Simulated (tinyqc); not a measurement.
# n-type polysilicon, carrier trapping at grain boundaries: effect of the temperature

One-dimensional grains of size Lg, uniform ionised doping N, monovalent traps Qt at each boundary at a depth Et below (for electrons) or above (for holes) the band edge there, abrupt depletion of width W on each side of a boundary, Boltzmann statistics. xi is the distance from the band edge at the grain centre to the Fermi level. Trapped charge Qt/(1 + exp((xi + VB - Et)/Vt)) = 2 N W, barrier VB = q N W^2/(2 eps0 eps_r).

NB is given at 400 K and scales as (T/400 K)^1.5. If the trap equation with xi = Vt ln(NB/N) has a root W < Lg/2, the grain is partly depleted; otherwise W = Lg/2 and the trap equation gives xi = Et - VB + Vt ln(Qt/(N Lg) - 1). N* = Qt/Lg. n0 = NB exp(-xi/Vt); mean density n0 (1 - 2 W/Lg) by charge balance in a partly depleted grain, and n0 (sqrt(pi)/2) erf(u)/u with u = sqrt(VB/Vt) in a fully depleted one; v = sqrt(kB T/(2 pi ms m0)); barrier resistivity Vt exp(VB/Vt)/(q fe n0 v Lg); grain resistivity (1 - 2 W/Lg)/(q n0 mug); effective mobility 1/(q mean density total resistivity). Rows with xi above 0.45 V, towards mid-gap, are left out, since the other carrier type is ignored.

Values chosen for this exercise; values of the order met in polycrystalline silicon:
```
symbol    value        unit                                                              meaning
eps_r      11.7                                                            relative permittivity
NB      4.31e19       cm^-3       conduction-band density of states at the reference temperature
Lg          280          nm                                                           grain size
Qt         6e11       cm^-2                                     trap density of a grain boundary
Et         0.41          eV  depth of the trap level from the majority band edge at the boundary
ms         0.26          m0                                         mass for thermionic emission
fe         0.12                                           correction factor of the emission rate
mug          94  cm^2/(V s)                                           mobility inside the grains
N        4.5e16       cm^-3                                                               doping
```

Constants: q = 1.602176634e-19 C, kB = 1.380649e-23 J/K, m0 = 9.1093837015e-31 kg, Vt = kB T/q, eps0 = 8.8541878128e-14 F/cm where lengths are in cm. Results are converted to the units shown.

The same in every row: N/N* = 2.1000.

Effect of the temperature:
```
T (K),depleted share 2 W/Lg,VB (V),xi (V),mean density (cm^-3),resistivity (ohm cm),effective mobility (cm^2/(V s))
200,0.47613,0.15462,0.10039,2.3574e16,1301.5,0.20343
240,0.47530,0.15408,0.12612,2.3612e16,311.96,0.84737
280,0.47045,0.15095,0.15272,2.3830e16,102.65,2.5517
320,0.45703,0.14246,0.18007,2.4434e16,37.419,6.8267
360,0.43483,0.12896,0.20805,2.5433e16,14.989,16.373
400,0.40640,0.11265,0.23662,2.6712e16,7.0099,33.333
440,0.37370,0.095248,0.26570,2.8184e16,3.9447,56.141
```

As T goes from 200 to 440, VB falls from 0.155 to 0.0952 V, the resistivity falls from 1300 to 3.94 ohm cm and the effective mobility rises from 0.203 to 56.1 cm^2/(V s). The activation energy kB ln(rho1/rho2)/(1/T1 - 1/T2) is 0.148 eV between the first two rows and 0.218 eV between the last two; mug is held fixed.

Program tinyqc, `OMP_NUM_THREADS=1 python tinyqc.py 2830154 2830155 out.jsonl`; Intel Xeon 2.30GHz, shared host, one thread, about 0.01 s.
